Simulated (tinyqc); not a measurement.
Bandgap voltage reference from two bipolar transistors: effect of the output resistor at T0.

Two transistors of area 1 and N carry the same current I. Is(T) = Is (T/T0)^eta exp[(Vg0 q/kB)(1/T0 - 1/T)], VBE1 = Vt ln(I/Is(T)) + I rb, VBE2 = Vt ln(I/(N Is(T))) + I rb/N. The amplifier forces I R1(T) = VBE1 - VBE2 + Vos, with R(T) = R (1 + tc (T - T0)) for both resistors, and the output is Vref = VBE1 + I R2(T). Base currents and the Early effect are neglected.

Vt = kB T/q; I = (Vt ln N + Vos)/(R1(T) - rb (1 - 1/N)). Box coefficient: span of Vref between 233 and 398 K over its average over T and over 165 K. The last column is the R2 that gives zero slope at T0.

Inputs (values chosen for the exercise); values of the order met in silicon bipolar transistors: reference temperature T0 = 300 K; band-gap voltage extrapolated to 0 K Vg0 = 1.193 V; temperature exponent of the saturation current eta = 4.2; saturation current of the unit transistor at T0 Is = 6.7e-17 A; area ratio of the second transistor N = 4; resistor across which the difference of VBE falls, at T0 R1 = 16 kohm; temperature coefficient of both resistors tc = 0 ppm/K; offset of the amplifier Vos = 0 mV; series resistance of the unit transistor rb = 0 ohm.

Constants: q = 1.602176634e-19 C, kB = 1.380649e-23 J/K. Results are converted to the units shown.

Effect of the output resistor at T0:
```
R2 (kohm)  I at T0 (uA)  Vref at T0 (V)  slope at T0 (uV/K)  box coefficient (ppm/K)  R2 for zero slope (kohm)
266.7             2.240           1.224              -172.9                    150.5                     289.9
275.4             2.240           1.243              -108.0                    95.65                     289.9
284.1             2.240           1.263              -43.01                    44.07                     289.9
289.9             2.240           1.276              0.2915                    18.88                     289.9
295.7             2.240           1.289               43.60                    29.39                     289.9
304.4             2.240           1.308               108.6                    74.78                     289.9
313               2.240           1.328               172.8                    121.9                     289.9
```

As R2 goes from 266.7 to 313, Vref rises from 1.224 to 1.328 V and the box coefficient goes from 150 through a minimum of 18.9 (at R2 = 289.9 among the rows listed) to 122 ppm/K. One per cent in R2 moves the slope by 21.6 uV/K.

Numbers from tinyqc (`OMP_NUM_THREADS=1 python tinyqc.py 2062053 2062054 out.jsonl`; about 0.02 s on one thread of a shared Intel Xeon 2.30GHz).
